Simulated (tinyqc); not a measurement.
Inside a calculation. Method: Hueckel theory of the pi electrons with the omega technique, for the molecule [CH2]c1ccccn1 (SMILES; centres numbered as the heavy atoms are written). One step of it, computed by the program tinyqc.

Problem. Energy, charges, bond orders. E = sum n x; q_r = z_r - P_rr; bond order p = P_rs; free valence = sqrt(3) - sum of p over the bonds of the atom.

final x values: 2.188729  1.287341  1.112575  0.067202  -0.892445  -1.233606  -2.029796

occupations: 2.000000  2.000000  2.000000  1.000000  0.000000  0.000000  0.000000

final P, lower triangle:
```
           1C         2C         3C         4C         5C        6C        7N
1C   0.977650
2C   0.636699   0.977211
3C   0.028582   0.523201   0.979448
4C  -0.113447   0.021435   0.704121   0.977250
5C  -0.007102  -0.223383   0.017689   0.633779   0.989729
6C  -0.110022  -0.039360  -0.293544   0.038077   0.637473  0.950770
7N  -0.029300   0.517016  -0.010554  -0.290858  -0.025716  0.696158  1.147943
```

Centres:
```
centre  z_r, pi electrons of the neutral centre         h
1C                                            1  0.000000
2C                                            1  0.000000
3C                                            1  0.000000
4C                                            1  0.000000
5C                                            1  0.000000
6C                                            1  0.000000
7N                                            1  0.500000
```

Bonds:
```
i  j         k
1  2         1
2  3         1
3  4         1
4  5         1
5  6         1
6  7         1
7  2  1.000000
```

Give: pi energy = 7 alpha + this times beta; pi charges; Bond orders and lengths from R = 1.517 - 0.180 p; free valence of the carbons; gap between the highest filled and the next level.

Solution.

pi energy = 7 alpha + this times beta = 9.2445

pi charges: 1C 0.0224, 2C 0.0228, 3C 0.0206, 4C 0.0228, 5C 0.0103, 6C 0.0492, 7N -0.1479

Bond orders and lengths from R = 1.517 - 0.180 p (angstrom, C-C alone):
```
bond       p       R
1-2   0.6367  1.4024
2-3   0.5232  1.4228
3-4   0.7041  1.3903
4-5   0.6338  1.4029
5-6   0.6375  1.4023
6-7   0.6962       -
7-2   0.5170       -
```

free valence of the carbons: 1C 1.0954, 2C 0.0551, 3C 0.5047, 4C 0.3942, 5C 0.4608, 6C 0.3984

gap between the highest filled and the next level = 0.9596 |beta|
